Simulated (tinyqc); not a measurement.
# One-dimensional ballistic tunnel FET, two-band WKB, step by step

Program tinyqc, `OMP_NUM_THREADS=1 python tinyqc.py 2620130 2620131 out.jsonl`; Intel Xeon 2.30GHz, shared host, one thread, about 0.01 s. Printed values are rounded.

A p-type source for x < 0 with its Fermi level at 0 and its valence edge at ds; in the channel the bands fall as D exp(-x/lam) towards their flat values, with the conduction edge at Ec = ds - dP and D = dP + Eg. The gate moves dP one to one. The drain Fermi level lies at -Vd and the drain side reflects nothing. For w = E - Ec between 0 and dP an electron crosses the gap. Two-band dispersion with equal masses m: inside the gap kappa = sqrt(m u (1 - u/Eg)/C), u the distance from a band edge, C = hbar^2/(2 m0).

Values chosen for this exercise; band and dielectric values close to those of indium arsenide:
```
symbol  value  unit                                           meaning
T         200     K                                       temperature
Eg      0.352    eV                                          band gap
m       0.028    m0              band-edge mass of the two-band model
lam       4.1    nm           screening length of the source junction
ds        0.2    eV  source valence edge above the source Fermi level
Vd        0.1     V                                        drain bias
g           1              number of degenerate subbands (spin apart)
dP       0.33    eV        tunnelling window Ev(source) - Ec(channel)
w0        0.2    eV          energy above the channel conduction edge
nc          7                                       cells of the path
nE         13                               points of the energy grid
```

Constants: q = 1.602176634e-19 C, kB = 1.380649e-23 J/K, hbar = 1.054571817e-34 J s, h = 6.62607015e-34 J s, m0 = 9.1093837015e-31 kg, Vt = kB T/q, hbar^2/(2 m0) = 0.0380998212 eV nm^2. Results are converted to the units shown.

Range of the model: Where S is below about 2 the WKB prefactor of 1 is a rough guess.

## The path through the gap by the midpoint rule

At w = w0 the path runs from xa = lam ln(D/(w + Eg)) to xb = lam ln(D/w); u(x) = w + Eg - D exp(-x/lam) is the height above the valence edge. Cut it into nc equal cells: S = 2 (cell width) times the sum of kappa at the centres.

xa = 0.867075 nm
xb = 5.02952 nm

```
cell   x (nm)    u (eV)  kappa (1/nm)
0     1.16439  0.038612      0.158946
1     1.75903  0.107923      0.234513
2     2.35366  0.167876      0.254036
3     2.94830  0.219735      0.246331
4     3.54293  0.264593      0.219740
5     4.13757  0.303395      0.175466
6     4.73220  0.336958      0.102870
```

S = 1.65535

## The exponent in closed form

S(w) = 2 lam int_0^Eg kappa(u) du/(w + Eg - u) = 2 pi lam sqrt(m/(C Eg)) [w + Eg/2 - sqrt(w (w + Eg))], T(w) = exp(-S). The common triangular estimate is S = (4/3) lam sqrt(m/C) Eg^1.5/(dP + Eg) for all w.

S(w0) = 1.62794
T(w0) = 0.196333
triangular S = 1.43506

The midpoint value is 1.7 % above the closed form, and the triangular estimate 12 % below it.

## Current on a coarse grid

S(w) = 2 lam int_0^Eg kappa(u) du/(w + Eg - u) = 2 pi lam sqrt(m/(C Eg)) [w + Eg/2 - sqrt(w (w + Eg))], T(w) = exp(-S). I = g (2 q^2/h) int_0^dP T(w) [f(E) - f(E + Vd)] dw, E = ds - dP + w, f(x) = 1/(1 + exp(x/Vt)). Simpson's rule on nE equally spaced points.

```
point    w (eV)        T(w)  difference of the f
0      0.000000  0.00142836             0.148697
1      0.027500   0.0230004             0.461193
2      0.055000   0.0483475             0.797364
3      0.082500   0.0761792             0.894873
4      0.110000    0.104928             0.751867
5      0.137500    0.133658             0.390942
6      0.165000    0.161814             0.115612
7      0.192500    0.189078            0.0258413
8      0.220000    0.215275           0.00535108
9      0.247500    0.240323           0.00108978
10     0.275000    0.264198           2.21182e-4
11     0.302500    0.286910           4.48599e-5
12     0.330000    0.308492           9.09712e-6
```

I = 0.582186 uA

A converged quadrature gives 0.5838 uA; this grid is 0.27 % below that.
